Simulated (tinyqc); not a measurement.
Tunnelling through a two-layer gate stack, WKB transmission and Tsu-Esaki current: current against voltage.

Electrons leave the emitter at x = 0. Energies E (motion across the layers) are in eV from the emitter Fermi level; the collector Fermi level lies at -V and offers states at every E. No charge in the dielectric and no image force: F1 = V/(t1 + t2 eps1/eps2), F2 = F1 eps1/eps2; U = phi1 - F1 x in layer 1 and phi2 - F1 t1 - F2 (x - t1) in layer 2. With C = hbar^2/(2 m0), kappa = sqrt(m (U - E)/C) where U > E and 0 elsewhere; T(E) = exp(-S), S = 2 times the integral of kappa over x.

Each layer adds (2/F) sqrt(m/C) [G(u at its left edge) - G(u at its right edge)] to S, with u = U - E (0 where negative) and G(u) = (2/3) u^1.5. J = J0 times the integral of T(E) N(E) dE, N = ln[(1 + exp(-E/Vt))/(1 + exp((-E - V)/Vt))], J0 = q^2 me m0 kB T/(2 pi^2 hbar^3) (times 1e-4 for A/cm^2 per eV), from E = -Ef to far above the barrier (T = 1 there), by quadrature converged to the digits shown.

Values chosen for this exercise; layer 1 close to aluminium oxide, layer 2 close to hafnium oxide:
```
symbol,value,unit,meaning
T,350,K,temperature
Ef,1,eV,Fermi energy of the emitter above its band bottom
me,0.69,m0,emitter mass in the supply function
phi1,2.73,eV,barrier of layer 1 above the emitter Fermi level at zero bias
m1,0.42,m0,tunnelling mass of layer 1
t1,1,nm,thickness of layer 1
eps1,9.04,,relative permittivity of layer 1
phi2,1.52,eV,barrier of layer 2 at zero bias
m2,0.21,m0,tunnelling mass of layer 2
t2,2.6,nm,thickness of layer 2
eps2,21.7,,relative permittivity of layer 2
```

Constants: q = 1.602176634e-19 C, kB = 1.380649e-23 J/K, hbar = 1.054571817e-34 J s, m0 = 9.1093837015e-31 kg, Vt = kB T/q, hbar^2/(2 m0) = 0.0380998212 eV nm^2. Results are converted to the units shown.

Results:

| V (V) | S at E = 0 | T(E = 0) | J (A/cm^2) | mean E of the current (eV) |
|---|---|---|---|---|
| 0.2 | 25.17 | 1.168e-11 | 0.002198 | -0.2059 |
| 0.49 | 23.86 | 4.347e-11 | 0.009639 | -0.2454 |
| 0.77 | 22.47 | 1.744e-10 | 0.03512 | -0.2412 |
| 1.06 | 20.85 | 8.802e-10 | 0.1500 | -0.2195 |
| 1.64 | 16.12 | 9.939e-8 | 8.017 | -0.1193 |
| 1.92 | 13.76 | 1.059e-6 | 97.07 | -0.1182 |
| 2.21 | 12.03 | 5.978e-6 | 731.8 | -0.1505 |
| 2.5 | 10.79 | 2.058e-5 | 3419 | -0.1865 |

Estimate the missing row, V = 1.35 V.

Computed row:

| V (V) | S at E = 0 | T(E = 0) | J (A/cm^2) | mean E of the current (eV) |
|---|---|---|---|---|
| 1.35 | 18.92 | 6.070e-9 | 0.8106 | -0.1852 |

With this row back in the table: J rises from 0.00220 to 3420 A/cm^2, by 2.21 decades a volt between the first two rows and 2.31 between the last two. From V = 1.64 V on (among the rows) a band edge falls below the emitter Fermi level, so electrons at E = 0 no longer cross the full thickness. In 2 of the 9 rows the field exceeds 10 MV/cm (up to 12.0), more than most dielectrics sustain; the model ignores breakdown.

Numbers from tinyqc (`OMP_NUM_THREADS=1 python tinyqc.py 2540099 2540100 out.jsonl`; about 0.03 s on one thread of a shared Intel Xeon 2.30GHz).
